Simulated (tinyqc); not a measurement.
# Inputs raised by 2 %, one at a time

Model: permeation of metal atoms or ions through a thin barrier or dielectric: time lag, field-aided drift and lifetime. Computed by tinyqc, a small Python program. Command: `OMP_NUM_THREADS=1 python tinyqc.py 3007272 3007273 out.jsonl barrier sens`. One thread of a shared host (Intel(R) Xeon(R) Processor @ 2.30GHz), about 0.02 s of CPU time with the checks.

The film 0 < x < d is empty at first; C = C0 at x = 0 and C = 0 at x = d. dC/dt = D d2C/dx2.

Inputs (values chosen for the exercise, for a model case: neutral metal atoms through a barrier):

| quantity | value | unit |
|---|---|---|
| thickness d | 8.8 | nm |
| prefactor D0 | 0.00085 | cm^2/s |
| activation energy E | 1.32 | eV |
| concentration at the source side C0 | 2.8e+17 | 1/cm^3 |
| charge number z | 0 | - |
| voltage V (positive drives ions across) | 0 | V |
| critical dose Q_c | 8e+11 | 1/cm^2 |
| test temperature T | 225 | C |
| use temperature T_u | 100 | C |

Constants: k_B = 8.617333262e-05 eV/K.

Method:
- D = D0 exp(-E/(k_B T)); time scale d^2/D; Peclet number P = z V/(k_B T), k_B T in eV; 1 nm = 1e-7 cm.
- Temperatures in kelvin are T(C) + 273.15.
- Steady flux J = (D C0/d) P/(1 - exp(-P)); time lag in units of d^2/D: s_L = [P (1 + exp(-P))/(1 - exp(-P)) - 2]/P^2 (P = 0: J = D C0/d, s_L = 1/6).
- Dose through the film Q(s) = C0 d {f (s - s_L) - 2 exp(P/2) sum_(n=1..200) (-1)^n n^2 pi^2 exp(-l_n s)/l_n^2}, l_n = n^2 pi^2 + P^2/4, f = P/(1 - exp(-P)) the relative flux.
- Solve Q = Q_c for s. At the use temperature D and P take T_u, with the same C0 and V; 1 year = 3.15576e7 s.

Runs:

| input moved | from | to | failure time at T (s) | failure time at T_u (years) | steady flux J (1/(cm^2 s)) | time lag (s) |
|---|---|---|---|---|---|---|
| base run | - | - | 7.0333e+04 | 66.31 | 1.1958e+07 | 3434.2 |
| thickness d (nm) | 8.8 | 8.976 | 7.1810e+04 | 67.71 | 1.1724e+07 | 3572.9 |
| prefactor D0 (cm^2/s) | 0.00085 | 0.000867 | 6.8954e+04 | 65.01 | 1.2197e+07 | 3366.8 |
| activation energy E (eV) | 1.32 | 1.3464 | 1.3009e+05 | 150.72 | 6.4652e+06 | 6352.0 |
| concentration at the source side C0 (1/cm^3) | 2.8e+17 | 2.856e+17 | 6.9022e+04 | 65.08 | 1.2197e+07 | 3434.2 |
| critical dose Q_c (1/cm^2) | 8e+11 | 8.16e+11 | 7.1671e+04 | 67.58 | 1.1958e+07 | 3434.2 |

Exponents ln(y'/y) / ln(x'/x):

| input | failure time at T | failure time at T_u | steady flux J | time lag |
|---|---|---|---|---|
| thickness d | 1.049 | 1.049 | -1.000 | 2.000 |
| prefactor D0 | -1.000 | -1.000 | 1.000 | -1.000 |
| activation energy E | 31.056 | 41.460 | -31.056 | 31.056 |
| concentration at the source side C0 | -0.951 | -0.951 | 1.000 | 0.000 |
| critical dose Q_c | 0.952 | 0.952 | 0.000 | 0.000 |

Among the inputs moved here: failure time at T answers most in size to activation energy E (exponent +31.056), next to thickness d (+1.049). Its exponent +1.049 in thickness d: steady flow: J scales as 1/d. Its exponent -1.000 in prefactor D0: D sets the clock. Failure time at T_u answers most in size to activation energy E (exponent +41.460), next to thickness d (+1.049). Steady flux J answers most in size to activation energy E (exponent -31.056), next to thickness d (-1.000); its exponent is below 0.0005 for critical dose Q_c. Time lag answers most in size to activation energy E (exponent +31.056), next to thickness d (+2.000); its exponent is below 0.0005 for concentration at the source side C0, critical dose Q_c. Its exponent +2.000 in thickness d: the lag scales as d^2/D, with P independent of d.

Caution (all rows): grain boundaries, pinholes, trapping and space charge are left out; thin real barriers usually fail at defects.
